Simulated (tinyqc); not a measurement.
Mass and degeneracy from charge and saturation current.

Problem. At high drain voltage only states moving towards the drain are filled: n = (N0/2) F_0(eta), N0 = gv m kB T/(pi hbar^2), F_0(x) = ln(1 + exp x), and I = q (N0/2) vT F_(1/2)(eta) per width, vT = sqrt(2 kB T/(pi m)), F_(1/2)(x) = (2/sqrt(pi)) int_0^infinity u^(1/2)/(1 + exp(u - x)) du. Find eta and m.

Values chosen for this exercise: temperature T = 350 K; valley degeneracy gv = 1.

Constants: q = 1.602176634e-19 C, kB = 1.380649e-23 J/K, hbar = 1.054571817e-34 J s, m0 = 9.1093837015e-31 kg. Results are converted to the units shown.

n = 3.5965385e11 cm^-2
I = 183.46208 uA/um

Answer. The mass drops out of I^2/(q^2 n) = gv (kB T)^2 F_(1/2)^2/(pi^2 hbar^2 F_0), which rises with eta and so fixes it; n then gives m.

eta = 0.8700
m = 0.04680 m0

Computed by the program tinyqc: `OMP_NUM_THREADS=1 python tinyqc.py 2400146 2400147 out.jsonl`, one thread of a shared Intel Xeon 2.30GHz, about 0.06 s for the whole run.
